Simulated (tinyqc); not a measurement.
Comparisons within one model: donors with valley-orbit split 1s states. A value that a table varies takes the place of the one given here.

Each donor binds at most one electron, in any of its states. For a site s, W_s = sum over its states of g exp(E/kT), and the ionised share is 1/(1 + W_s exp(eta)), eta = (EF - Ec)/kT; n = Nc F_1/2(eta); neutrality n + NA = ND x (mean ionised share); holes are neglected. Nc from N = 2 (m kB T/(4 pi c))^(3/2) with c = hbar^2/2m0, in 1/angstrom^3; times 1e24 for 1/cm^3, m = md. F_j(eta) = (1/Gamma(j + 1)) integral_0^infinity x^j dx/(1 + exp(x - eta)), which tends to exp(eta) for eta << 0.

Mobility (Caughey-Thomas form): mu = mu0 + (mu1 (T/300)^(-ga) - mu0)/(1 + ((ND + NA)/Nr)^de); rho = 1/(e n mu), e = 1.602176634e-19 C.

Constants: hbar^2/2m0 = 3.80998211 eV angstrom^2; kB = 8.617333262e-05 eV/K.

Inputs chosen for the exercise (near those of Sb in Si; not measured data):

| symbol | value | unit | meaning |
|---|---|---|---|
| md | 1.086 | m0 | density-of-states mass of the conduction band |
| E | (41.6, 32.1, 29.2) | meV | binding energies of 1s(A1), 1s(T2), 1s(E) |
| g | (2, 6, 4) |  | their degeneracies with spin |
| ND | 4.4e+16 | 1/cm^3 | donors |
| NA | 1e+16 | 1/cm^3 | compensating acceptors, all ionised |
| T | 400 | K |  |
| mu0 | 68 | cm^2/(V s) | mobility at heavy doping |
| mu1 | 1424 | cm^2/(V s) | mobility at light doping and 300 K |
| Nr | 1.1e+17 | 1/cm^3 | reference doping |
| de | 0.72 |  | doping exponent |
| ga | 2.3 |  | temperature exponent |

## What the excited states change

The last columns keep only the ground state of each site (g = 2).

Results:

| T (K) | effective degeneracy | eta | n (1/cm^3) | n, ground states only | ratio |
|---|---|---|---|---|---|
| 40 | 2.49 | -11.76 | 1.08e+13 | 1.35e+13 | 0.803 |
| 60 | 3.32 | -8.12 | 7.58e+14 | 1.19e+15 | 0.635 |
| 80 | 4.17 | -6.76 | 4.54e+15 | 7.25e+15 | 0.626 |
| 110 | 5.28 | -6.17 | 1.32e+16 | 1.94e+16 | 0.682 |
| 150 | 6.41 | -6.10 | 2.24e+16 | 2.85e+16 | 0.786 |
| 200 | 7.41 | -6.31 | 2.82e+16 | 3.20e+16 | 0.881 |
| 250 | 8.11 | -6.55 | 3.08e+16 | 3.31e+16 | 0.929 |
| 300 | 8.63 | -6.79 | 3.20e+16 | 3.35e+16 | 0.954 |
| 400 | 9.35 | -7.19 | 3.30e+16 | 3.38e+16 | 0.977 |
| 500 | 9.81 | -7.51 | 3.34e+16 | 3.39e+16 | 0.986 |

The effective degeneracy grows from 2.49 to 9.81. Excited states hold electrons back, so the ratio is never above 1; it is lowest, 0.626, at 80 K of those listed, and 0.954 at 300 K. At low T the excited states empty out, and at high T more donors are ionised (n is 98 % of ND - NA in the last row), so the effect is largest in between.

## Ionisation and resistivity against doping

NA = 0.

Results:

| ND (1/cm^3) | n (1/cm^3) | n/ND | mu (cm^2/(V s)) | rho (ohm cm) | rho at full ionisation |
|---|---|---|---|---|---|
| 1.0e+14 | 1.00e+14 | 1.000 | 730 | 85.4 | 85.4 |
| 1.0e+15 | 9.99e+14 | 0.999 | 713 | 8.76 | 8.76 |
| 1.0e+16 | 9.93e+15 | 0.993 | 634 | 0.991 | 0.984 |
| 3.0e+16 | 2.94e+16 | 0.979 | 547 | 0.388 | 0.380 |
| 1.0e+17 | 9.37e+16 | 0.937 | 413 | 0.161 | 0.151 |
| 3.0e+17 | 2.54e+17 | 0.846 | 286 | 0.0860 | 0.0728 |
| 1.0e+18 | 6.74e+17 | 0.674 | 181 | 0.0512 | 0.0345 |
| 2.0e+18 | 1.11e+18 | 0.555 | 142 | 0.0397 | 0.0221 |

From 1e16 to 1e18 1/cm^3 rho falls by a factor 19.4, not 100: the mobility takes a factor 3.50 and incomplete ionisation 1.47. n/ND is below 0.9 from 3e+17 1/cm^3 on. From a few times 1e18 1/cm^3 on, depending on the dopant, the levels merge with the band, and already below that screening lowers the binding energy, so the last rows understate n.

## Compensation sets the slope of the freeze-out

NA = K ND. The slope energy is -d ln(n T^(-p))/d(1/kT) between 30 and 36 K, with p = 3/4 for K = 0 and p = 3/2 otherwise.

Results:

| K | n(30 K) (1/cm^3) | n(36 K) (1/cm^3) | slope energy (meV) |
|---|---|---|---|
| 0 | 4.31e+13 | 1.82e+14 | 20.20 |
| 0.0010 | 2.64e+13 | 1.61e+14 | 23.82 |
| 0.010 | 4.14e+12 | 6.48e+13 | 38.44 |
| 0.050 | 8.02e+11 | 1.42e+13 | 40.35 |
| 0.20 | 1.69e+11 | 3.01e+12 | 40.44 |
| 0.50 | 4.22e+10 | 7.52e+11 | 40.44 |

Without acceptors the slope is 20.20 meV, against half the ground-state energy, 20.80; with K = 0.05 it is 40.35 meV, against the full 41.6. The full energy (less a few meV where excited levels lie within a few kT) shows where n is far below NA, since the acceptors then hold EF near the donor level: n(36 K)/NA is 3.7 for K = 0.001 and 0.0065 for K = 0.05; for K = 0.001 the sample is still in or near the uncompensated regime, where p = 3/2 is the wrong power, so that slope means little.

## What moves the carrier density

All results formed anew. Each row changes one parameter from the base and keeps the others.

Results:

| case | eta | n (1/cm^3) | rho (ohm cm) |
|---|---|---|---|
| base | -7.189 | 3.299e+16 | 0.3902 |
| E = (46.6, 32.1, 29.2) meV | -7.190 | 3.295e+16 | 0.3905 |
| md = 1.195 m0 | -7.329 | 3.312e+16 | 0.3886 |
| ND = 8.8e+16 1/cm^3 | -6.386 | 7.360e+16 | 0.2042 |
| NA = 1.44e+16 1/cm^3 | -7.328 | 2.872e+16 | 0.4566 |
| T = 430 K | -7.293 | 3.314e+16 | 0.4543 |
| Nr = 2.2e+17 1/cm^3 | -7.189 | 3.299e+16 | 0.3397 |

The largest shifts from the base row, up to three for each result and ties (the steps differ in size, so this ranks the rows, not the parameters). eta: ND +0.803, md -0.140, NA -0.139; unchanged at the printed digits by Nr. n (1/cm^3): ND +4.06e+16, NA -4.27e+15, T +1.56e+14; unchanged at the printed digits by Nr. rho (ohm cm): ND -0.186, NA +0.0664, T +0.0641.

(tinyqc, `OMP_NUM_THREADS=1 python tinyqc.py 1650287 1650288 out.jsonl`, Intel(R) Xeon(R) Processor @ 2.30GHz, 1 thread, shared host, about 0.01 s.)
